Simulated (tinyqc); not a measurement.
# Changing the band gap at 300 K, E_g

Model: band-to-band tunnelling and avalanche in a reverse-biased abrupt junction. Computed by tinyqc, a small Python program. Command: `OMP_NUM_THREADS=1 python tinyqc.py 3012460 3012461 out.jsonl zener sweep`. One thread of a shared host (Intel(R) Xeon(R) Processor @ 2.30GHz), about 0.03 s of CPU time with the checks.

Direct Kane tunnelling in the local field (for indirect gaps the mass is an effective fit) and one ionisation coefficient for both carriers. N is the doping of the light side, or N_A N_D/(N_A + N_D) for the symmetric junction; the built-in voltage is taken as E_g/e.

Inputs (values chosen for the exercise, modelled on In0.53Ga0.47As):
```
quantity                                               value    unit
gap narrowing with temperature, -dE_g/dT                0.33   meV/K
reduced tunnelling mass m_r                            0.024     m_0
permittivity eps                                        13.9       -
ionisation prefactor a                               4.7e+06    1/cm
ionisation field at 300 K, b                        1.58e+06    V/cm
relative rise of b with temperature                      6.3  1e-4/K
effective doping N                                   7.1e+17  1/cm^3
reverse bias V_R                                           1       V
current density that defines tunnel breakdown, J_0         1  A/cm^2
temperature T                                            250       K
```

Junction: symmetric.

Constants: eps_0 = 8.8541878128e-12 F/m; e = 1.602176634e-19 C; m_0 = 9.1093837015e-31 kg; hbar = 1.054571817e-34 J s.

Method:
- E_g(T) = E_g - (T - 300 K)(-dE_g/dT); b(T) = b [1 + (rise)(T - 300 K)]; w = sqrt(2 eps eps_0 (V_R + E_g/e)/(e N)); F_m = 2 (V_R + E_g/e)/w; the field falls linearly from F_m to 0 on both sides.
- Kane: G(F) = A F^2 exp(-B/F), A = e^2 sqrt(m_r)/(18 pi hbar^2 sqrt(E_g)), B = pi sqrt(m_r) E_g^(3/2)/(2 e hbar), SI units; J = e int G dx x V_R/(V_R + E_g/e), the last factor making J vanish at zero bias; int G dx = (w/F_m) int_0^F_m G dF by 64 Gauss-Legendre points.
- Avalanche: I = (w/F_m) int_0^F_m a exp(-b/F) dF by 64 Gauss-Legendre points, M = 1/(1 - I), breakdown at I = 1.
- V_Z solves J = J_0 and V_A solves I = 1; the lower one is the breakdown voltage; temperature coefficients by a central difference of +/- 10 K.

One run for each value:
```
band gap at 300 K, E_g (eV)  tunnel current density (A/cm^2)  B (MV/cm)  tunnel breakdown V_Z (V)
0.57                                              2.0750e+03      3.960                    0.0635
0.67                                              3.2258e+02      5.014                    0.1851
0.77                                              4.8847e+01      6.149                    0.3797
0.87                                              7.2382e+00      7.358                    0.6471
0.96                                              1.2783e+00      8.507                    0.9520
1.10                                              8.4100e-02     10.400                    1.5539
```

Describe and explain the trends.

Over the rows, tunnel current density (A/cm^2) falls from 2080 to 0.0841 (exponent d ln y / d ln x -12 between the first rows and -20 between the last); B (MV/cm) rises from 3.96 to 10.4 (exponent d ln y / d ln x about 1.5 throughout); tunnel breakdown V_Z (V) rises from 0.0635 to 1.55 (exponent d ln y / d ln x 6.6 between the first rows and 3.6 between the last). B grows as E_g^(3/2) at fixed mass, which is why narrow-gap channels leak by tunnelling. Left out: 0.380, 0.480 (the junction conducts at once (backward diode)).

Caution (all rows): V_A is below about 5 E_g/e, where the local law understates it, since it ignores the distance a carrier needs to reach the ionisation energy. Caution (rows 1.10): V_R is below E_g/e, so the field drops by more than a quarter along the tunnelling path and the local Kane formula overestimates the current.
